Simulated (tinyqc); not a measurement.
# Resistance of a source-drain extension with a graded tip: two studies

y runs along the channel, the gate covers y > 0. The doping is N0 for y < y0 and N0 10^(-(y - y0)/la) beyond, uniform over the depth xj. Sheet conductance s(y) = q mu(N) max(N - Nch, 0) xj + (for y > 0) ma Cox Vo, with mu(N) = u0 + (u1 - u0)/(1 + (N/Nr)^au) and Cox = eps0 eox/tox. Current is taken as one-dimensional; depletion of the tip, spreading and the contact are left out. The metallurgical junction lies at yj, where N = Nch.

Parameters, values chosen for the exercise; mobility law close to that of electrons in silicon: relative permittivity of the gate insulator (close to silicon dioxide) eox = 3.9; insulator thickness tox = 1 nm; active doping of the extension far from the gate N0 = 1.8e20 cm^-3; lateral abruptness la = 5.5 nm/decade; position under the gate where the fall begins (gate edge at 0) y0 = 2 nm; depth of the extension xj = 10 nm; channel doping Nch = 8.4e17 cm^-3; spacer length Ls = 11 nm; gate overdrive Vo = 0.62 V; mobility of the gate-induced layer ma = 82 cm^2/(V s); mobility at low doping u1 = 1414 cm^2/(V s); mobility at high doping u0 = 68.5 cm^2/(V s); reference doping Nr = 9.2e16 cm^-3; exponent au = 0.711; gate length Lg = 40 nm.

Constants: q = 1.602176634e-19 C, eps0 = 8.8541878128e-14 F/cm where lengths are in cm. Results are converted to the units shown.

Each table varies one quantity; the others keep the values above.

## Abruptness at a fixed junction position

R_spacer = integral of dy/s from -Ls to 0, R_ov from 0 to yj, R_channel = (Lg - 2 yj)/(ma Cox Vo), R_total = 2 R_spacer + 2 R_ov + R_channel. Electrical length L_eff = ma Cox dR_total/d(1/Vo); R_series = R_total - L_eff/(ma Cox Vo). y0 is moved with la so that yj stays at 14.820 nm.

The same in every row: yj (nm) = 14.82; R_channel (ohm um) = 59.01.

Result of one run:
```
la (nm/decade)  R_spacer (ohm um)  R_ov (ohm um)  R_total (ohm um)  L_eff (nm)  R_series (ohm um)
6.1                         5.136          39.55             148.4       19.31              38.38
```

What becomes of these results when the lateral abruptness la is changed from 6.1 to 4.9 nm/decade, all else the same?

Result of the changed run:
```
la (nm/decade)  R_spacer (ohm um)  R_ov (ohm um)  R_total (ohm um)  L_eff (nm)  R_series (ohm um)
4.9                         5.136          33.03             135.3       17.58              35.18
```

The whole series:
```
la (nm/decade)  R_spacer (ohm um)  R_ov (ohm um)  R_total (ohm um)  L_eff (nm)  R_series (ohm um)
1                           5.136          11.83             92.94       11.97              24.76
2.3                         5.136          18.90             107.1       13.84              28.23
3.6                         5.136          25.96             121.2       15.71              31.71
4.9                         5.136          33.03             135.3       17.58              35.18
6.1                         5.136          39.55             148.4       19.31              38.38
7.4                         5.651          46.20             162.7       21.15              42.21
8.7                         7.941          51.55             178.0       22.87              47.74
10                          12.22          55.74             194.9       24.39              56.01
```

As la goes from 1 to 10 nm/decade, R_total rises from 92.9 to 195 ohm um, R_spacer rises from 5.14 to 12.2 ohm um and R_ov rises from 11.8 to 55.7 ohm um. R_total changes on average by 11.3 ohm um for each nm/decade. L_eff exceeds the metallurgical length by 1.61 nm in the first row and 14.0 nm in the last, since the gate also controls the lightly doped tips.

## Effect of the gate overdrive

Same model as above.

The same in every row: yj (nm) = 14.82; R_spacer (ohm um) = 5.136.

Results:
```
Vo (V)  R_ov (ohm um)  R_channel (ohm um)  R_total (ohm um)  L_eff (nm)  R_series (ohm um)
0.15            80.50               243.9             415.2       13.69              92.92
0.3             56.01               121.9             244.2       15.69              59.56
0.45            44.25               81.30             180.1       17.15              45.46
0.6             37.05               60.97             145.4       18.31              37.58
0.75            32.10               48.78             123.3       19.27              32.52
1.05            25.63               34.84             96.37       20.80              26.41
1.2             23.37               30.49             87.50       21.43              24.42
```

Estimate the missing row, Vo = 0.9 V.

Computed row:
```
Vo (V)  R_ov (ohm um)  R_channel (ohm um)  R_total (ohm um)  L_eff (nm)  R_series (ohm um)
0.9             28.45               40.65             107.8       20.09              29.00
```

With this row back in the table: As Vo goes from 0.15 to 1.2, R_total falls from 415 to 87.5 ohm um, L_eff rises from 13.7 to 21.4 nm and R_series falls from 92.9 to 24.4 ohm um. Both extracted quantities depend on the overdrive at which they are taken.

Numbers from tinyqc (`OMP_NUM_THREADS=1 python tinyqc.py 2282112 2282113 out.jsonl`; about 0.03 s on one thread of a shared Intel Xeon 2.30GHz).
